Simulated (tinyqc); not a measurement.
Worked calculation (part 1 of 2): FCI on RHF in the 6-311g basis, for H2, spin multiplicity 1. Computed by tinyqc, a small Python program that keeps every step (integrals from PySCF). Settings: charge = 0, multiplicity = 1, basis = 6-311g, method = RHF, energy threshold = 1e-10, iteration cap = 58, orthogonalisation = symmetric, start = Wolfsberg-Helmholz matrix, DIIS depth = 6, ci = FCI, davidson = 1. Command: `OMP_NUM_THREADS=1 python tinyqc.py 20707 20708 out.jsonl` (the two numbers bound the seeds that draw the settings). One thread of a shared host (Intel(R) Xeon(R) Processor @ 2.60GHz), about 0.1 s of CPU time with the checks. Later iterations appear only in the table of the cycle.

## One-electron integrals

Geometry (angstrom):
```
atom         x         y         z
H     0.000000  0.000000  0.000000
H     0.000000  0.000000  0.968000
```

Basis 6-311g: exponents (1/bohr^2) and contraction coefficients of normalised primitives:
```
element  l (shell)   exponent  coefficient
H            s (1)  33.865000     0.025494
H            s (1)   5.094790     0.190373
H            s (1)   1.158790     0.852161
H            s (2)   0.325840     1.000000
H            s (3)   0.102741     1.000000
```

Overlap, kinetic and nuclear-attraction integrals over the contracted functions; the nuclear repulsion is the sum of Za Zb / Rab.

nuclear repulsion = 0.54667067 hartree

overlap S:
```
          1H 1s     1H 2s     1H 3s     2H 1s     2H 2s     2H 3s
1H 1s  1.000000  0.706377  0.373664  0.114150  0.297168  0.272035
1H 2s  0.706377  1.000000  0.788963  0.297168  0.579750  0.607496
1H 3s  0.373664  0.788963  1.000000  0.272035  0.607496  0.842068
2H 1s  0.114150  0.297168  0.272035  1.000000  0.706377  0.373664
2H 2s  0.297168  0.579750  0.607496  0.706377  1.000000  0.788963
2H 3s  0.272035  0.607496  0.842068  0.373664  0.788963  1.000000
```

kinetic energy T (hartree):
```
           1H 1s     1H 2s     1H 3s      2H 1s     2H 2s     2H 3s
1H 1s   2.304348  0.549119  0.106346  -0.084050  0.097179  0.061027
1H 2s   0.549119  0.488760  0.184881   0.097179  0.180375  0.117552
1H 3s   0.106346  0.184881  0.154112   0.061027  0.117552  0.114901
2H 1s  -0.084050  0.097179  0.061027   2.304348  0.549119  0.106346
2H 2s   0.097179  0.180375  0.117552   0.549119  0.488760  0.184881
2H 3s   0.061027  0.117552  0.114901   0.106346  0.184881  0.154112
```

nuclear attraction V (hartree):
```
           1H 1s      1H 2s      1H 3s      2H 1s      2H 2s      2H 3s
1H 1s  -2.657735  -1.446313  -0.718575  -0.246592  -0.613895  -0.531237
1H 2s  -1.446313  -1.437476  -0.975149  -0.613895  -0.891973  -0.787105
1H 3s  -0.718575  -0.975149  -0.926458  -0.531237  -0.787105  -0.814514
2H 1s  -0.246592  -0.613895  -0.531237  -2.657735  -1.446313  -0.718575
2H 2s  -0.613895  -0.891973  -0.787105  -1.446313  -1.437476  -0.975149
2H 3s  -0.531237  -0.787105  -0.814514  -0.718575  -0.975149  -0.926458
```

core Hamiltonian H = T + V (hartree):
```
           1H 1s      1H 2s      1H 3s      2H 1s      2H 2s      2H 3s
1H 1s  -0.353386  -0.897194  -0.612229  -0.330642  -0.516716  -0.470209
1H 2s  -0.897194  -0.948716  -0.790267  -0.516716  -0.711598  -0.669554
1H 3s  -0.612229  -0.790267  -0.772347  -0.470209  -0.669554  -0.699614
2H 1s  -0.330642  -0.516716  -0.470209  -0.353386  -0.897194  -0.612229
2H 2s  -0.516716  -0.711598  -0.669554  -0.897194  -0.948716  -0.790267
2H 3s  -0.470209  -0.669554  -0.699614  -0.612229  -0.790267  -0.772347
```

## Two-electron integrals

Functions are numbered as in S; the eight-fold symmetry (ij|kl) = (ji|kl) = (kl|ij) leaves the list below.

Two-electron integrals (ij|kl) in chemists' order, unique and non-zero (hartree):
```
(11|11) 1.393035   (21|11) 0.822971   (21|21) 0.509703   (22|11) 0.822904
(22|21) 0.543028   (22|22) 0.644106   (31|11) 0.411256   (31|21) 0.257757
(31|22) 0.279868   (31|31) 0.130794   (32|11) 0.543681   (32|21) 0.365771
(32|22) 0.452669   (32|31) 0.189803   (32|32) 0.325140   (33|11) 0.494021
(33|21) 0.340115   (33|22) 0.445993   (33|31) 0.178035   (33|32) 0.331779
(33|33) 0.361682   (41|11) 0.108399   (41|21) 0.070415   (41|22) 0.080535
(41|31) 0.036083   (41|32) 0.055552   (41|33) 0.053178   (41|41) 0.015880
(42|11) 0.196366   (42|21) 0.134544   (42|22) 0.171085   (42|31) 0.070196
(42|32) 0.123720   (42|33) 0.126586   (42|41) 0.034044   (42|42) 0.089002
(43|11) 0.157081   (43|21) 0.108837   (43|22) 0.142657   (43|31) 0.057042
(43|32) 0.104996   (43|33) 0.110584   (43|41) 0.027726   (43|42) 0.077361
(43|43) 0.069207   (44|11) 0.544978   (44|21) 0.382190   (44|22) 0.513985
(44|31) 0.201216   (44|32) 0.381955   (44|33) 0.405942   (44|41) 0.108399
(44|42) 0.328202   (44|43) 0.297406   (44|44) 1.393035   (51|11) 0.328202
(51|21) 0.205614   (51|22) 0.223033   (51|31) 0.104319   (51|32) 0.151188
(51|33) 0.141719   (51|41) 0.034044   (51|42) 0.067238   (51|43) 0.054397
(51|44) 0.196366   (51|51) 0.089002   (52|11) 0.414669   (52|21) 0.278288
(52|22) 0.342095   (52|31) 0.144266   (52|32) 0.244682   (52|33) 0.247729
(52|41) 0.053302   (52|42) 0.126258   (52|43) 0.108333   (52|44) 0.414669
(52|51) 0.126258   (52|52) 0.216490   (53|11) 0.336388   (53|21) 0.230537
(53|22) 0.298224   (53|31) 0.120450   (53|32) 0.219675   (53|33) 0.234323
(53|41) 0.045844   (53|42) 0.118173   (53|43) 0.105327   (53|44) 0.408817
(53|51) 0.105828   (53|52) 0.198194   (53|53) 0.192771   (54|11) 0.382190
(54|21) 0.266725   (54|22) 0.355793   (54|31) 0.140183   (54|32) 0.264231
(54|33) 0.282010   (54|41) 0.070415   (54|42) 0.205614   (54|43) 0.186650
(54|44) 0.822971   (54|51) 0.134544   (54|52) 0.278288   (54|53) 0.275638
(54|54) 0.509703   (55|11) 0.513985   (55|21) 0.355793   (55|22) 0.470270
(55|31) 0.186554   (55|32) 0.350056   (55|33) 0.379091   (55|41) 0.080535
(55|42) 0.223033   (55|43) 0.203105   (55|44) 0.822904   (55|51) 0.171085
(55|52) 0.342095   (55|53) 0.342861   (55|54) 0.543028   (55|55) 0.644106
(61|11) 0.297406   (61|21) 0.186650   (61|22) 0.203105   (61|31) 0.094750
(61|32) 0.137856   (61|33) 0.129445   (61|41) 0.027726   (61|42) 0.054397
(61|43) 0.044177   (61|44) 0.157081   (61|51) 0.077361   (61|52) 0.108333
(61|53) 0.090707   (61|54) 0.108837   (61|55) 0.142657   (61|61) 0.069207
(62|11) 0.408817   (62|21) 0.275638   (62|22) 0.342861   (62|31) 0.143145
(62|32) 0.246958   (62|33) 0.253211   (62|41) 0.045844   (62|42) 0.105828
(62|43) 0.090707   (62|44) 0.336388   (62|51) 0.118173   (62|52) 0.198194
(62|53) 0.180981   (62|54) 0.230537   (62|55) 0.298224   (62|61) 0.105327
(62|62) 0.192771   (63|11) 0.394785   (63|21) 0.272492   (63|22) 0.359818
(63|31) 0.142782   (63|32) 0.268927   (63|33) 0.296056   (63|41) 0.047138
(63|42) 0.118274   (63|43) 0.105346   (63|44) 0.394785   (63|51) 0.118274
(63|52) 0.217729   (63|53) 0.212884   (63|54) 0.272492   (63|55) 0.359818
(63|61) 0.105346   (63|62) 0.212884   (63|63) 0.256461   (64|11) 0.201216
(64|21) 0.140183   (64|22) 0.186554   (64|31) 0.073637   (64|32) 0.138550
(64|33) 0.148147   (64|41) 0.036083   (64|42) 0.104319   (64|43) 0.094750
(64|44) 0.411256   (64|51) 0.070196   (64|52) 0.144266   (64|53) 0.143145
(64|54) 0.257757   (64|55) 0.279868   (64|61) 0.057042   (64|62) 0.120450
(64|63) 0.142782   (64|64) 0.130794   (65|11) 0.381955   (65|21) 0.264231
(65|22) 0.350056   (65|31) 0.138550   (65|32) 0.261645   (65|33) 0.286820
(65|41) 0.055552   (65|42) 0.151188   (65|43) 0.137856   (65|44) 0.543681
(65|51) 0.123720   (65|52) 0.244682   (65|53) 0.246958   (65|54) 0.365771
(65|55) 0.452669   (65|61) 0.104996   (65|62) 0.219675   (65|63) 0.268927
(65|64) 0.189803   (65|65) 0.325140   (66|11) 0.405942   (66|21) 0.282010
(66|22) 0.379091   (66|31) 0.148147   (66|32) 0.286820   (66|33) 0.324182
(66|41) 0.053178   (66|42) 0.141719   (66|43) 0.129445   (66|44) 0.494021
(66|51) 0.126586   (66|52) 0.247729   (66|53) 0.253211   (66|54) 0.340115
(66|55) 0.445993   (66|61) 0.110584   (66|62) 0.234323   (66|63) 0.296056
(66|64) 0.178035   (66|65) 0.331779   (66|66) 0.361682
```

## Orthogonalisation

S = U s U^T; symmetric (Loewdin) form X = U s^(-1/2) U^T, so that X^T S X = 1.

eigenvalues of S: 0.046042  0.132103  0.261649  0.759028  1.156341  3.644836

X:
```
           1H 1s      1H 2s      1H 3s      2H 1s      2H 2s      2H 3s
1H 1s   1.376421  -0.754728   0.213527   0.044776  -0.005098  -0.042079
1H 2s  -0.754728   2.221991  -1.065023  -0.005098  -0.410194   0.280851
1H 3s   0.213527  -1.065023   2.385716  -0.042079   0.280851  -1.195762
2H 1s   0.044776  -0.005098  -0.042079   1.376421  -0.754728   0.213527
2H 2s  -0.005098  -0.410194   0.280851  -0.754728   2.221991  -1.065023
2H 3s  -0.042079   0.280851  -1.195762   0.213527  -1.065023   2.385716
```

## Starting guess

The start is the generalised Wolfsberg-Helmholz matrix (K = 1.75) built on H; D = 2 C_occ C_occ^T.

D at the start:
```
           1H 1s      1H 2s      1H 3s      2H 1s      2H 2s      2H 3s
1H 1s   0.030480  -0.100423  -0.056842   0.030480  -0.100423  -0.056842
1H 2s  -0.100423   0.330866   0.187278  -0.100423   0.330866   0.187278
1H 3s  -0.056842   0.187278   0.106004  -0.056842   0.187278   0.106004
2H 1s   0.030480  -0.100423  -0.056842   0.030480  -0.100423  -0.056842
2H 2s  -0.100423   0.330866   0.187278  -0.100423   0.330866   0.187278
2H 3s  -0.056842   0.187278   0.106004  -0.056842   0.187278   0.106004
```

## Iteration 1: building the Fock matrix

J_ij = sum D_kl (ij|kl), K_ij = sum D_kl (ik|jl); F = H + J - 0.5 K; E = tr D H + tr D J / 2 - 0.25 tr D K + E_nn.

Coulomb J (hartree):
```
          1H 1s     1H 2s     1H 3s     2H 1s     2H 2s     2H 3s
1H 1s  1.118625  0.768755  0.401749  0.136897  0.337881  0.297841
1H 2s  0.768755  0.993262  0.729577  0.337881  0.608670  0.581453
1H 3s  0.401749  0.729577  0.774166  0.297841  0.581453  0.673805
2H 1s  0.136897  0.337881  0.297841  1.118625  0.768755  0.401749
2H 2s  0.337881  0.608670  0.581453  0.768755  0.993262  0.729577
2H 3s  0.297841  0.581453  0.673805  0.401749  0.729577  0.774166
```

exchange K (hartree):
```
          1H 1s     1H 2s     1H 3s     2H 1s     2H 2s     2H 3s
1H 1s  0.319492  0.468896  0.398716  0.202586  0.378164  0.366179
1H 2s  0.468896  0.784986  0.713228  0.378164  0.694131  0.675590
1H 3s  0.398716  0.713228  0.681518  0.366179  0.675590  0.664042
2H 1s  0.202586  0.378164  0.366179  0.319492  0.468896  0.398716
2H 2s  0.378164  0.694131  0.675590  0.468896  0.784986  0.713228
2H 3s  0.366179  0.675590  0.664042  0.398716  0.713228  0.681518
```

Fock matrix F (hartree):
```
           1H 1s      1H 2s      1H 3s      2H 1s      2H 2s      2H 3s
1H 1s   0.605493  -0.362887  -0.409838  -0.295038  -0.367916  -0.355458
1H 2s  -0.362887  -0.347946  -0.417304  -0.367916  -0.449994  -0.425896
1H 3s  -0.409838  -0.417304  -0.338940  -0.355458  -0.425896  -0.357829
2H 1s  -0.295038  -0.367916  -0.355458   0.605493  -0.362887  -0.409838
2H 2s  -0.367916  -0.449994  -0.425896  -0.362887  -0.347946  -0.417304
2H 3s  -0.355458  -0.425896  -0.357829  -0.409838  -0.417304  -0.338940
```

total energy of this density = -0.72975841 hartree

## Iteration 1: diagonalisation and new density

Diagonalise F' = X^T F X, C = X C', fill 1 alpha and 1 beta electrons from the bottom; D = 2 C_occ C_occ^T. Each column has its largest component positive (the first on a tie).

F' = X^T F X (hartree):
```
           1          2          3          4          5          6
1   1.588047  -1.111262   0.027296  -0.017071  -0.147245  -0.100569
2  -1.111262   0.842204  -0.407999  -0.147245  -0.214637  -0.052604
3   0.027296  -0.407999   0.144915  -0.100569  -0.052604  -0.155211
4  -0.017071  -0.147245  -0.100569   1.588047  -1.111262   0.027296
5  -0.147245  -0.214637  -0.052604  -1.111262   0.842204  -0.407999
6  -0.100569  -0.052604  -0.155211   0.027296  -0.407999   0.144915
```

orbital energies (hartree): MO1 -0.568865, MO2 0.082482, MO3 0.296844, MO4 0.497862, MO5 2.381741, MO6 2.460268

coefficients C:
```
            MO1        MO2        MO3        MO4        MO5        MO6
1H 1s  0.131181   0.115409  -0.068521  -0.113527  -1.083546  -1.136382
1H 2s  0.300564   0.185154  -0.806566  -1.328366   1.688792   1.223334
1H 3s  0.190466   1.436829   0.868476   2.017400  -1.103390  -0.489518
2H 1s  0.131181  -0.115409  -0.068521   0.113527   1.083546  -1.136382
2H 2s  0.300564  -0.185154  -0.806566   1.328366  -1.688792   1.223334
2H 3s  0.190466  -1.436829   0.868476  -2.017400   1.103390  -0.489518
```

D after iteration 1:
```
          1H 1s     1H 2s     1H 3s     2H 1s     2H 2s     2H 3s
1H 1s  0.034417  0.078857  0.049971  0.034417  0.078857  0.049971
1H 2s  0.078857  0.180677  0.114495  0.078857  0.180677  0.114495
1H 3s  0.049971  0.114495  0.072555  0.049971  0.114495  0.072555
2H 1s  0.034417  0.078857  0.049971  0.034417  0.078857  0.049971
2H 2s  0.078857  0.180677  0.114495  0.078857  0.180677  0.114495
2H 3s  0.049971  0.114495  0.072555  0.049971  0.114495  0.072555
```

## Iteration 6 (converged): orbitals

converged F (hartree):
```
           1H 1s      1H 2s      1H 3s      2H 1s      2H 2s      2H 3s
1H 1s   0.671863  -0.362024  -0.423637  -0.372459  -0.413347  -0.378734
1H 2s  -0.362024  -0.293524  -0.357865  -0.413347  -0.430293  -0.378299
1H 3s  -0.423637  -0.357865  -0.259664  -0.378734  -0.378299  -0.283884
2H 1s  -0.372459  -0.413347  -0.378734   0.671863  -0.362024  -0.423637
2H 2s  -0.413347  -0.430293  -0.378299  -0.362024  -0.293524  -0.357865
2H 3s  -0.378734  -0.378299  -0.283884  -0.423637  -0.357865  -0.259664
```

As before.

F' = X^T F X (hartree):
```
           1          2          3          4          5          6
1   1.717850  -1.177518   0.007400  -0.071599  -0.189013  -0.127424
2  -1.177518   0.936747  -0.381078  -0.189013  -0.203642  -0.031680
3   0.007400  -0.381078   0.180567  -0.127424  -0.031680  -0.131548
4  -0.071599  -0.189013  -0.127424   1.717850  -1.177518   0.007400
5  -0.189013  -0.203642  -0.031680  -1.177518   0.936747  -0.381078
6  -0.127424  -0.031680  -0.131548   0.007400  -0.381078   0.180567
```

orbital energies (hartree): MO1 -0.535167, MO2 0.129597, MO3 0.324909, MO4 0.562534, MO5 2.549822, MO6 2.638632

coefficients C:
```
            MO1        MO2        MO3        MO4        MO5        MO6
1H 1s  0.163995   0.101257  -0.045468  -0.097438  -1.086523  -1.133272
1H 2s  0.306503   0.062750  -0.809435  -1.380812   1.655379   1.219961
1H 3s  0.161646   1.618828   0.883634   1.898497  -1.061582  -0.472458
2H 1s  0.163995  -0.101257  -0.045468   0.097438   1.086523  -1.133272
2H 2s  0.306503  -0.062750  -0.809435   1.380812  -1.655379   1.219961
2H 3s  0.161646  -1.618828   0.883634  -1.898497   1.061582  -0.472458
```

D after iteration 6:
```
          1H 1s     1H 2s     1H 3s     2H 1s     2H 2s     2H 3s
1H 1s  0.053789  0.100530  0.053018  0.053789  0.100530  0.053018
1H 2s  0.100530  0.187888  0.099090  0.100530  0.187888  0.099090
1H 3s  0.053018  0.099090  0.052259  0.053018  0.099090  0.052259
2H 1s  0.053789  0.100530  0.053018  0.053789  0.100530  0.053018
2H 2s  0.100530  0.187888  0.099090  0.100530  0.187888  0.099090
2H 3s  0.053018  0.099090  0.052259  0.053018  0.099090  0.052259
```

## Convergence

Stop when the energy changes by less than 1e-10 hartree and every element of the error matrix X^T (F D S - S D F) X is below 3e-06.

Course of the cycle:
```
iteration  E (hartree)     change  largest element of the error matrix
1          -0.72975841          -                             4.45e-01
2          -1.09538499  -3.66e-01                             6.21e-02
3          -1.10250450  -7.12e-03                             2.79e-03
4          -1.10253087  -2.64e-05                             3.55e-04
5          -1.10253139  -5.20e-07                             5.18e-07
6          -1.10253139  -1.16e-12                             2.22e-07
```

PySCF RHF in the same basis = -1.10253139 hartree

Converged in 6 iterations.

## Populations, bond orders and dipole

Mulliken: Z minus the diagonal of D S on the atom; Loewdin: the same with S^(1/2) D S^(1/2); Mayer order: 2 sum_s sum (D(s) S)_ij (D(s) S)_ji over the two atoms.

Charges (e):
```
atom  Mulliken  Loewdin
1H           0        0
2H           0        0
```

Mayer bond orders:
```
pair     order
2-1   1.000000
```

dipole moment about the origin, x y z (debye): 0.000000  0.000000  0.000000

## Integrals over molecular orbitals

(pq|rs) = sum C_ip C_jq C_kr C_ls (ij|kl), one index at a time.

one-electron integrals over orbitals h = C^T H C (hartree):
```
           1          2          3          4          5          6
1  -1.114035   0.000000   0.121775   0.000000   0.000000   0.065273
2   0.000000  -0.535380   0.000000   0.206620   0.029300   0.000000
3   0.121775   0.000000  -0.334768   0.000000   0.000000  -0.142061
4   0.000000   0.206620   0.000000  -0.262823  -0.202671   0.000000
5   0.000000   0.029300   0.000000  -0.202671   1.413437   0.000000
6   0.065273   0.000000  -0.142061   0.000000   0.000000   1.510348
```

Two-electron integrals over orbitals (pq|rs), unique and non-zero (hartree):
```
(11|11) 0.578868    (21|21) 0.069347    (22|11) 0.367162    (22|22) 0.314082
(31|11) -0.121775   (31|22) -0.037293   (31|31) 0.054241    (32|21) 0.014981
(32|32) 0.030795    (33|11) 0.356959    (33|22) 0.280236    (33|31) -0.039041
(33|33) 0.281421    (41|21) -0.073684   (41|32) 0.006544    (41|41) 0.097793
(42|11) -0.140152   (42|22) -0.058356   (42|31) 0.047566    (42|33) -0.051234
(42|42) 0.064237    (43|21) 0.047970    (43|32) 0.014891    (43|41) -0.049507
(43|43) 0.040056    (44|11) 0.461575    (44|22) 0.334649    (44|31) -0.080931
(44|33) 0.307566    (44|42) -0.102478   (44|44) 0.400862    (51|21) -0.028774
(51|32) 0.019251    (51|41) 0.055657    (51|43) -0.028812   (51|51) 0.076915
(52|11) -0.029037   (52|22) 0.006483    (52|31) 0.024272    (52|33) -0.005154
(52|42) 0.011277    (52|44) -0.018628   (52|52) 0.028394    (53|21) 0.033753
(53|32) -0.007196   (53|41) -0.048689   (53|43) 0.023900    (53|51) -0.042650
(53|53) 0.031801    (54|11) 0.129164    (54|22) 0.037876    (54|31) -0.058227
(54|33) 0.045930    (54|42) -0.052230   (54|44) 0.090053    (54|52) -0.040542
(54|54) 0.085247    (55|11) 0.606650    (55|22) 0.380974    (55|31) -0.142425
(55|33) 0.362572    (55|42) -0.158792   (55|44) 0.496364    (55|52) -0.061674
(55|54) 0.188251    (55|55) 0.733948    (61|11) -0.065273   (61|22) -0.017369
(61|31) 0.039775    (61|33) -0.019284   (61|42) 0.031242    (61|44) -0.054658
(61|52) 0.038042    (61|54) -0.068765   (61|55) -0.135953   (61|61) 0.072051
(62|21) -0.010387   (62|32) 0.006685    (62|41) 0.020923    (62|43) -0.013786
(62|51) 0.035515    (62|53) -0.016900   (62|62) 0.018895    (63|11) 0.090918
(63|22) 0.037352    (63|31) -0.035481   (63|33) 0.032970    (63|42) -0.037361
(63|44) 0.067238    (63|52) -0.018628   (63|54) 0.048869    (63|55) 0.127410
(63|61) -0.039111   (63|63) 0.032840    (64|21) 0.026402    (64|32) -0.019052
(64|41) -0.050198   (64|43) 0.021974    (64|51) -0.062760   (64|53) 0.036969
(64|62) -0.029361   (64|64) 0.056483    (65|21) 0.110277    (65|32) -0.006154
(65|41) -0.145294   (65|43) 0.083160    (65|51) -0.123153   (65|53) 0.090471
(65|62) -0.053711   (65|64) 0.107166    (65|65) 0.285185    (66|11) 0.600168
(66|22) 0.370633    (66|31) -0.136651   (66|33) 0.361375    (66|42) -0.154425
(66|44) 0.484913    (66|52) -0.058784   (66|54) 0.179168    (66|55) 0.707308
(66|61) -0.118690   (66|63) 0.118969    (66|66) 0.694081
```
